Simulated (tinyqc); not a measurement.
The gap of an alloy series: thresholds of impact ionisation and Auger recombination from band masses.

Parabolic bands, no phonon. At threshold the three slow carriers share one velocity. With M their total mass and m4 the mass of the fast carrier, the fast carrier has the kinetic energy E_T = G M/(M - m4) and the slow ones together E_a = G m4/(M - m4), the activation energy of the Auger rate. CCCH (fast electron): G = Eg, M = 2 me + mh, m4 = me. CHHS (hole into the split-off band): G = Eg - Dso, M = 2 mh + me, m4 = ms; this form holds for Eg > Dso (below, the process needs about Dso - Eg and is marked by a dash). CHHL (hole into the light band): G = Eg, M = 2 mh + me, m4 = ml. CHHH (fast heavy hole): G = Eg, M = 2 mh + me, m4 = mh.

Non-parabolic fast electron: E (1 + alpha E) = c k^2/me with alpha = (1 - me)^2/Eg; the slow carriers stay parabolic, so E_T = Eg + me E_T (1 + alpha E_T)/M, M = 2 me + mh (the root between Eg and 1.9 Eg).

Constants: kB = 8.617333262e-05 eV/K; hc = 1239.841984 eV nm.

Inputs chosen for the exercise (near those of GaSb, gap at low temperature and not tied to T; shifted at random, so the results belong to these values and not to a real crystal):
- Eg = 0.798 eV (gap at Gamma to the s-like level)
- Dso = 0.762 eV (spin-orbit splitting)
- me = 0.0392 m0 (electron mass at Gamma)
- mh = 0.37 m0 (heavy-hole mass)
- ms = 0.128 m0 (split-off mass)
- ml = 0.0441 m0 (light-hole mass)
- T = 400 K (temperature)

Eg is varied with me and ml proportional to it; mh, ms and Dso are kept. E_a of three processes; wavelength hc/Eg.

Results:
```
Eg (eV)  wavelength (micrometre)      me  CCCH (meV)  CCCH non-parabolic (meV)  CHHS (meV)  CHHL (meV)  log10 exp(-E_a/kT), non-parabolic
0.239                       5.19  0.0117         7.4                      15.5           -         4.3                              -0.20
0.399                       3.11  0.0196        20.1                      43.8           -        11.9                              -0.55
0.598                       2.07  0.0294        44.0                     100.5           -        26.8                              -1.27
0.798                       1.55  0.0392        76.4                     183.1         7.1        47.9                              -2.31
0.998                       1.24  0.0490       116.8                     293.6        45.7        75.0                              -3.70
1.277                       0.97  0.0627       185.1                     500.0        97.7       123.1                              -6.30
1.596                       0.78  0.0784       279.1                     823.9       154.6       192.8                             -10.38
```

E_a of CCCH goes nearly as Eg^2 (power 1.92 over the table), as both G and me grow; the non-parabolic value goes with the power 2.09, and its Boltzmann factor spans 10.2 decades; rows with E_a far above kT are formal, since phonon-assisted processes and side valleys rule there. CHHS is resonant at Eg = Dso = 0.762 eV, with no activation, and is the easiest process near there; it has the lowest E_a of the parabolic values for Eg = 0.798, 0.998, 1.277 and 1.596 eV.

Computed by tinyqc, a small Python program: `OMP_NUM_THREADS=1 python tinyqc.py 1850708 1850709 out.jsonl` (the numbers bound the seed that draws the inputs); one thread of a shared host (Intel(R) Xeon(R) Processor @ 2.30GHz), about 0.01 s for the whole set of steps.
